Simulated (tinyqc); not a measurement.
Leakage currents through a thin dielectric: one step, computed by the program tinyqc. Command: `OMP_NUM_THREADS=1 python tinyqc.py 3012879 3012880 out.jsonl leak walk`. One thread of a shared host (Intel(R) Xeon(R) Processor @ 2.30GHz), about 0.01 s of CPU time with the checks.

Electrons leave an electrode with Fermi energy E_F above its band bottom; barriers are counted from the Fermi level, and both electrodes are alike.

Problem. Transmission at the Fermi level. Field F = V/t; equivalent oxide thickness 3.9 t/k. WKB: a layer of mass m, field F and barrier b(x) = b_0 - e F x gives the exponent (4 sqrt(2 m)/(3 hbar e F)) [b_0^(3/2) - max(b_0 - e F t, 0)^(3/2)] for b_0 > 0; b_0 = barrier - (E - E_F); the transmission is D(E) = exp(-sum of exponents), without image force.

Inputs (values chosen for the exercise, modelled on SiO2):
```
quantity              value  unit
barrier height phi_B    3.1    eV
tunnelling mass m      0.36   m_0
thickness t             3.2    nm
voltage V               2.3     V
```

Stack: single layer.

Constants: m_0 = 9.1093837015e-31 kg; e = 1.602176634e-19 C; hbar = 1.054571817e-34 J s.

Give: exponent of the dielectric; transmission D(E_F).

Solution.

exponent of the dielectric = 27.044

transmission D(E_F) = 1.7993e-12
